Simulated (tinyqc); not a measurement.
Full result against the linear law: strain, valley repopulation and piezoresistance in a many-valley conduction band. Computed by tinyqc, a small Python program. Command: `OMP_NUM_THREADS=1 python tinyqc.py 3015655 3015656 out.jsonl valleys walk`. One thread of a shared host (Intel(R) Xeon(R) Processor @ 2.30GHz), about 0.02 s of CPU time with the checks.

Valleys are ellipsoids with mass m_l along the axis a and m_t across it, parabolic, with one constant relaxation time; strain shifts the valleys and leaves the masses alone. Currents are taken along [100], in the plane, and along [001], across the plane.

Inputs (values chosen for the exercise, modelled on silicon):

| quantity | value | unit |
|---|---|---|
| longitudinal mass m_l | 0.893 | m_0 |
| transverse mass m_t | 0.191 | m_0 |
| shear deformation potential Xi_u | 9.15 | eV |
| dilation deformation potential Xi_d | 1.1 | eV |
| C11 | 165 | GPa |
| C12 | 64.6 | GPa |
| C44 | 78.9 | GPa |
| electron density n | 3.4e+17 | 1/cm^3 |
| relaxation time tau | 130 | fs |
| temperature T | 300 | K |

Valley axes: <100> (6 valleys in 3 pairs). Load: biaxial in the (001) plane.

Constants: k_B = 8.617333262e-05 eV/K; m_0 = 9.1093837015e-31 kg; k_B = 1.380649e-23 J/K; hbar = 1.054571817e-34 J s; e = 1.602176634e-19 C.

Method:
- Each of the 6 valleys holds n_v = N_v (2/sqrt(pi)) F_1/2((E_F - dE_v)/(k_B T)), N_v = 2 (m_d k_B T/(2 pi hbar^2))^(3/2), m_d = (m_l m_t^2)^(1/3); E_F solves sum n_v = n and is counted from the unstrained edge.
- F_j(eta) = int_0^infinity x^j/(1 + exp(x - eta)) dx, without a gamma-function factor. It is evaluated after integrating by parts.
- Integrals over x = E/(k_B T) use 160 Gauss-Legendre points in u = sqrt(x) from 0 to sqrt(max(eta, 0) + 32).
- With eta_0 the reduced Fermi level without strain, r = F_-1/2(eta_0)/(2 F_1/2(eta_0)) (1 for a classical gas) and c = r (Xi_u/k_B T) (m_l - m_t)/(2 m_l + m_t): pi11 = -(2/3) c (S11 - S12), pi12 = -pi11/2, pi44 = 0, with S11 - S12 = 1/(C11 - C12).
- Compliances S11 = (C11 + C12)/((C11 - C12)(C11 + 2 C12)), S12 = -C12/((C11 - C12)(C11 + 2 C12)), S44 = 1/C44; stress sigma_xx = sigma_yy = X, all else 0; e_xx = S11 sigma_xx + S12 (sigma_yy + sigma_zz), e_xy = S44 sigma_xy/2 (tensor strain).
- Herring-Vogt shift of a valley with unit axis a: dE = Xi_d tr(e) + Xi_u a.e.a.
- Mobility tensor mu = e tau sum_v (n_v/n) [1/m_t + (1/m_l - 1/m_t) a a^T]; unstrained mu_0 = e tau (1/m_l + 2/m_t)/3; resistivity along d from the inverse tensor, rho_d = d.mu^-1.d/(n e), mobility along d = 1/(d.mu^-1.d); gauge pi_d = (rho_d/rho_0 - 1)/X.
- Linear theory: pi = pi11 + pi12 in the plane and 2 pi12 across it.

pi11 = -83.0838 1e-11/Pa

pi12 = 41.5419 1e-11/Pa

Resistance changes (%); at 2000 MPa the strain is near or above 1 %, where band warping, left out here, matters:

| X (MPa) | splitting (meV) | largest share | first direction | linear | second direction | linear |
|---|---|---|---|---|---|---|
| -2000 | 182.27 | 0.49978 | 21.552 | 83.084 | -26.18 | -166.17 |
| -1000 | 91.14 | 0.49270 | 20.448 | 41.542 | -25.35 | -83.08 |
| -400 | 36.45 | 0.44539 | 13.555 | 16.617 | -19.27 | -33.23 |
| -150 | 13.67 | 0.38602 | 5.946 | 6.231 | -10.09 | -12.46 |
| -50 | 4.56 | 0.35223 | 2.055 | 2.077 | -3.87 | -4.15 |
| 50 | 4.56 | 0.37339 | -2.089 | -2.077 | 4.46 | 4.15 |
| 150 | 13.67 | 0.45839 | -6.245 | -6.231 | 15.37 | 12.46 |
| 400 | 36.45 | 0.67046 | -15.223 | -16.617 | 56.04 | 33.23 |
| 1000 | 91.14 | 0.94375 | -24.535 | -41.542 | 185.91 | 83.08 |
| 2000 | 182.27 | 0.99825 | -26.153 | -83.084 | 242.82 | 166.17 |

What does the comparison show, and why?

Along the first direction the linear law holds within 10 % for 5 of the 10 stresses, at -150, -50.0, 50.0, 150, 400 MPa. At the largest compression the full change is +21.6 % against the linear +83.1 %, at the largest tension -26.2 % against -83.1 %: once the splitting is comparable with k_B T (or E_F) the populations no longer follow it linearly, and the change must saturate when the upper valleys are empty.

Extremes, crossings and ranges named in words are read from the listed rows.
